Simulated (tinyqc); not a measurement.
Inside a calculation. Method: Hueckel theory of the pi electrons with the omega technique, for the molecule C1=CC=CC=CC=C1 (SMILES; centres numbered as the heavy atoms are written). Computed by tinyqc, a small Python program that keeps every step. Settings: charge = 0, omega = 1.4, damping = 0.3. Command: `OMP_NUM_THREADS=1 python tinyqc.py 22667 22668 out.jsonl` (the two numbers bound the seeds that draw the settings). One thread of a shared host (Intel(R) Xeon(R) Processor @ 2.60GHz), about 0.01 s of CPU time with the checks.

## The Hueckel matrix

Centres:
```
centre  z_r, pi electrons of the neutral centre         h
1C                                            1  0.000000
2C                                            1  0.000000
3C                                            1  0.000000
4C                                            1  0.000000
5C                                            1  0.000000
6C                                            1  0.000000
7C                                            1  0.000000
8C                                            1  0.000000
```

Bonds:
```
i  j  k
1  2  1
2  3  1
3  4  1
4  5  1
5  6  1
6  7  1
7  8  1
8  1  1
```

H_rr = alpha + h_r beta, H_rs = k_rs beta for bonded centres.

Hueckel matrix in units of beta (H = alpha + beta A):
```
          1C        2C        3C        4C        5C        6C        7C        8C
1C  0.000000  1.000000  0.000000  0.000000  0.000000  0.000000  0.000000  1.000000
2C  1.000000  0.000000  1.000000  0.000000  0.000000  0.000000  0.000000  0.000000
3C  0.000000  1.000000  0.000000  1.000000  0.000000  0.000000  0.000000  0.000000
4C  0.000000  0.000000  1.000000  0.000000  1.000000  0.000000  0.000000  0.000000
5C  0.000000  0.000000  0.000000  1.000000  0.000000  1.000000  0.000000  0.000000
6C  0.000000  0.000000  0.000000  0.000000  1.000000  0.000000  1.000000  0.000000
7C  0.000000  0.000000  0.000000  0.000000  0.000000  1.000000  0.000000  1.000000
8C  1.000000  0.000000  0.000000  0.000000  0.000000  0.000000  1.000000  0.000000
```

## Orbitals, round 1

pi electrons, sum of z_r less the charge = 8

Diagonalise; E = alpha + x beta with beta < 0, so the largest x are filled first; degenerate levels share their electrons. P = sum n_i c_ri c_si; each orbital has its largest coefficient positive (the first on a tie).

x values: 2.000000  1.414214  1.414214  0.000000  0.000000  -1.414214  -1.414214  -2.000000

occupations: 2.000000  2.000000  2.000000  1.000000  1.000000  0.000000  0.000000  0.000000

coefficients:
```
         MO1        MO2        MO3        MO4        MO5        MO6        MO7        MO8
1C  0.353553  -0.064085   0.495876   0.183108   0.465265   0.000000   0.500000   0.353553
2C  0.353553   0.305322   0.395952   0.465265  -0.183108  -0.353553  -0.353553  -0.353553
3C  0.353553   0.495876   0.064085  -0.183108  -0.465265   0.500000   0.000000   0.353553
4C  0.353553   0.395952  -0.305322  -0.465265   0.183108  -0.353553   0.353553  -0.353553
5C  0.353553   0.064085  -0.495876   0.183108   0.465265   0.000000  -0.500000   0.353553
6C  0.353553  -0.305322  -0.395952   0.465265  -0.183108   0.353553   0.353553  -0.353553
7C  0.353553  -0.495876  -0.064085  -0.183108  -0.465265  -0.500000   0.000000   0.353553
8C  0.353553  -0.395952   0.305322  -0.465265   0.183108   0.353553  -0.353553  -0.353553
```

charge and bond-order matrix P:
```
           1C         2C         3C         4C         5C         6C         7C         8C
1C   1.000000   0.603553   0.000000  -0.103553   0.000000  -0.103553   0.000000   0.603553
2C   0.603553   1.000000   0.603553   0.000000  -0.103553   0.000000  -0.103553   0.000000
3C   0.000000   0.603553   1.000000   0.603553   0.000000  -0.103553   0.000000  -0.103553
4C  -0.103553   0.000000   0.603553   1.000000   0.603553   0.000000  -0.103553   0.000000
5C   0.000000  -0.103553   0.000000   0.603553   1.000000   0.603553   0.000000  -0.103553
6C  -0.103553   0.000000  -0.103553   0.000000   0.603553   1.000000   0.603553   0.000000
7C   0.000000  -0.103553   0.000000  -0.103553   0.000000   0.603553   1.000000   0.603553
8C   0.603553   0.000000  -0.103553   0.000000  -0.103553   0.000000   0.603553   1.000000
```

Within a degenerate level the vectors are fixed only up to a rotation; this is one choice.

## Omega technique, round 1

h_r = h_r(0) + omega q_r, omega = 1.4, with q_r = z_r - P_rr; 0.3 of the old diagonal is kept.

matrix after round 1:
```
          1C        2C        3C        4C        5C        6C        7C        8C
1C  0.000000  1.000000  0.000000  0.000000  0.000000  0.000000  0.000000  1.000000
2C  1.000000  0.000000  1.000000  0.000000  0.000000  0.000000  0.000000  0.000000
3C  0.000000  1.000000  0.000000  1.000000  0.000000  0.000000  0.000000  0.000000
4C  0.000000  0.000000  1.000000  0.000000  1.000000  0.000000  0.000000  0.000000
5C  0.000000  0.000000  0.000000  1.000000  0.000000  1.000000  0.000000  0.000000
6C  0.000000  0.000000  0.000000  0.000000  1.000000  0.000000  1.000000  0.000000
7C  0.000000  0.000000  0.000000  0.000000  0.000000  1.000000  0.000000  1.000000
8C  1.000000  0.000000  0.000000  0.000000  0.000000  0.000000  1.000000  0.000000
```

## Convergence

Each round sets h_r = h_r(0) + omega (z_r - P_rr), keeping the share named as damping of the old diagonal; repeat until output and input diagonals agree to 1e-6.

Rounds:
```
round   sum n x  largest |h(out) - h(in)|
1      9.656854                  9.33e-16
```

Converged in 1 rounds.

## Energy, charges, bond orders

E = sum n x; q_r = z_r - P_rr; bond order p = P_rs; free valence = sqrt(3) - sum of p over the bonds of the atom.

pi energy = 8 alpha + this times beta = 9.656854

pi charges: 1C 0.000000, 2C 0.000000, 3C 0.000000, 4C 0.000000, 5C 0.000000, 6C 0.000000, 7C 0.000000, 8C 0.000000

Bond orders and lengths from R = 1.517 - 0.180 p (angstrom, C-C alone):
```
bond         p         R
1-2   0.603553  1.408360
2-3   0.603553  1.408360
3-4   0.603553  1.408360
4-5   0.603553  1.408360
5-6   0.603553  1.408360
6-7   0.603553  1.408360
7-8   0.603553  1.408360
8-1   0.603553  1.408360
```

free valence of the carbons: 1C 0.524944, 2C 0.524944, 3C 0.524944, 4C 0.524944, 5C 0.524944, 6C 0.524944, 7C 0.524944, 8C 0.524944

gap between the highest filled and the next level = 1.414214 |beta|
